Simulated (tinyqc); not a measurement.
Born-von Karman spring model of a cubic crystal with one atom per cell: one step, computed by the program tinyqc. Command: `OMP_NUM_THREADS=1 python tinyqc.py 3000861 3000862 out.jsonl springs walk`. One thread of a shared host (Intel(R) Xeon(R) Processor @ 2.30GHz), about 0.1 s of CPU time with the checks.

First neighbours lie at a (1,0,0) (6 of them), second at a (1,1,0) (12), with all permutations and signs; the volume per atom is Omega = a^3.

Problem. Frequencies at the zone boundary. A neighbour at R with unit vector n couples by the matrix K(R) = kL n n^T + kT (1 - n n^T), and D(q) = (1/M) sum_R K(R) [1 - cos(q.R)]. An eigenvalue lambda of D in eV/(angstrom^2 u) gives nu = 15.6333042 THz x sqrt(lambda).

Inputs (values chosen for the exercise, for a model crystal): atomic mass M = 149 u; radial spring k1L = 1.18 eV/angstrom^2; transverse spring k1T = 0 eV/angstrom^2; radial spring k2L = 0.27 eV/angstrom^2; transverse spring k2T = 0 eV/angstrom^2.

Lattice: sc.

Constants: nu for 1 eV/(angstrom^2 u) = 15.6333042 THz.

Give: Frequencies (THz) at points given in 2 pi/a.

Solution.

Frequencies (THz) at points given in 2 pi/a:
```
point               nu 1   nu 2   nu 3
X (0.5, 0, 0)      1.331  1.331  3.359
M (0.5, 0.5, 0)    1.882  3.084  3.084
R (0.5, 0.5, 0.5)  2.782  2.782  2.782
```
